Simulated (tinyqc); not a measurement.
# Internal photoemission over an interface barrier, step by step

Numbers from tinyqc (`OMP_NUM_THREADS=1 python tinyqc.py 2410116 2410117 out.jsonl`; about 0.01 s on one thread of a shared Intel Xeon 2.30GHz). Printed values are rounded.

Electrons are excited from a metal over the barrier Phi(F) = P0 - sqrt(q F/(4 pi eps0 ei)), whose top lies at xm = sqrt(q/(16 pi eps0 ei F)). The yield is Y = A (hv - Phi)^p exp(-xm/l), with A = 1 here.

Values chosen for this exercise; dielectric values close to those of aluminium oxide:
```
symbol,value,unit,meaning
P0,3.15,eV,barrier at zero field
ei,3.41,,image-force permittivity
l,2.8,nm,scattering length in the image well
F,0.7,MV/cm,field in the dielectric
```

Constants: q = 1.602176634e-19 C, h = 6.62607015e-34 J s, c = 299792458 m/s, eps0 = 8.8541878128e-14 F/cm where lengths are in cm. Results are converted to the units shown.

## Barrier in the field

Lowering P0 - Phi, barrier, position of its top, scattering factor and threshold wavelength.

lowering = 171.928 meV
Phi = 2.97807 eV
xm = 1.22806 nm
exp(-xm/l) = 0.644943
threshold wavelength h c/(q Phi) = 416.324 nm

## Threshold from a spectrum

```
point  hv (eV)        Y
0         3.13  0.01489
1         3.26  0.05126
2         3.39   0.1094
3         3.52   0.1894
4         3.65   0.2912
5         3.78   0.4148
```

The yields were made at this field. Fit Y^(1/n) on hv by least squares for n = 2 and n = 3; the zero of the line is the threshold.

```
point   Y^(1/2)   Y^(1/3)
0      0.122025  0.246017
1      0.226407  0.371472
2      0.330757  0.478269
3      0.435201  0.574284
4      0.539630  0.662822
5      0.644050  0.745784
```

threshold for n = 2 = 2.97810 eV
threshold for n = 3 = 2.78198 eV

The right exponent, 2, gives 2.978 eV against Phi = 2.978 eV; the wrong one is off by -196 meV.
